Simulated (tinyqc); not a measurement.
Gas flow in a process chamber: flow regimes, conductance, effective pumping speed, pump-down, outgassing and purge: one step, computed by the program tinyqc. Command: `OMP_NUM_THREADS=1 python tinyqc.py 3121583 3121584 out.jsonl pump walk`. One thread of a shared host (Intel(R) Xeon(R) Processor @ 2.30GHz), about 0.1 s of CPU time with the checks.

Ideal gas, isothermal flow, a pump of constant speed at the end of a round pipe; process gas, volume gas and outgassing are given the same properties. 1 sccm = 101325 Pa x 1e-6 m^3/60 s x T/273.15 K.

Question. Purging a well-mixed chamber. With steady flow a contaminant decays as exp(-t/residence time); gas used = flow x time.

Inputs (values chosen for the exercise, modelled on oxygen near room temperature): temperature T = 350 K; process gas flow = 290 sccm.

residence time = 0.3614798 s

Give: time to dilute 1e3 times; time to dilute 1e6 times; gas used for 1e6.

Answer.

time to dilute 1e3 times = 2.497 s

time to dilute 1e6 times = 4.994 s

gas used for 1e6 = 24.14 standard cm^3
